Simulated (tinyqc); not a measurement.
Three structures under pressure: Born-Mayer model of an ionic crystal AB. Computed by tinyqc, a small Python program. Command: `OMP_NUM_THREADS=1 python tinyqc.py 3023065 3023066 out.jsonl bornmayer walk`. One thread of a shared host (Intel(R) Xeon(R) Processor @ 2.30GHz), about 0.01 s of CPU time with the checks.

Energies are per ion pair and r is the nearest distance of unlike ions.

Inputs (values chosen for the exercise, for a model salt):
```
quantity                        value           unit
ionic charge z                      1              -
unlike repulsion lambda           756             eV
range rho                       0.311       angstrom
like repulsion lambda2           1580             eV
dispersion C between like ions    7.5  eV angstrom^6
```

Structure: zinc blende. Short range: with like-ion terms.

Constants: e^2/(4 pi eps_0) = 14.39964548 eV angstrom; 1 eV/angstrom^3 = 160.2176634 GPa.

Method:
- Madelung constant M, unlike neighbours z1, like neighbours z2 at f r, volume per pair: rock salt 1.747565, 6, 12, sqrt2, 2 r^3; caesium chloride 1.762675, 8, 6, 2/sqrt3, 8 r^3/(3 sqrt3); zinc blende 1.638055, 4, 12, sqrt(8/3), 16 r^3/(3 sqrt3).
- U(r) = -M z^2 e^2/(4 pi eps_0 r) + z1 lambda exp(-r/rho) + z2 [lambda2 exp(-f r/rho) - C/(f r)^6] (one mean like-ion term for both sublattices).
- With the volume written as c r^3, under pressure take the root at the minimum of the enthalpy and solve U'(r) + 3 c r^2 P = 0; H = U + P V; B = (U'' - 2 U'/r)/(9 c r).

Enthalpy (eV per pair):
```
P (GPa)  rock salt  caesium chloride  zinc blende
0          -8.5172           -8.0719      -8.4542
2          -8.0788           -7.6536      -7.9125
5          -7.4582           -7.0596      -7.1595
10         -6.4940           -6.1340      -6.0099
20         -4.7385           -4.4422      -3.9557
40         -1.6366           -1.4402      -0.3979
70          2.4377            2.5179       4.1922
100         6.0936            6.0790       8.2582
```

volumes at zero pressure (angstrom^3): rock salt 36.105, caesium chloride 34.396, zinc blende 45.061

What follows from these numbers?

At zero pressure the order is rock salt < zinc blende < caesium chloride. Between 70 and 100 GPa the lowest enthalpy passes from rock salt to caesium chloride. Pressure favours the denser structure, through P V. The Madelung constants, the number of repulsive contacts and the volumes (36.1, 34.4, 45.1 angstrom^3 at P = 0) all matter. Caution: rigid ions with fixed charges leave out polarisation and covalency, so such models often misplace transition pressures.

Extremes, crossings and ranges named in words are read from the listed rows.
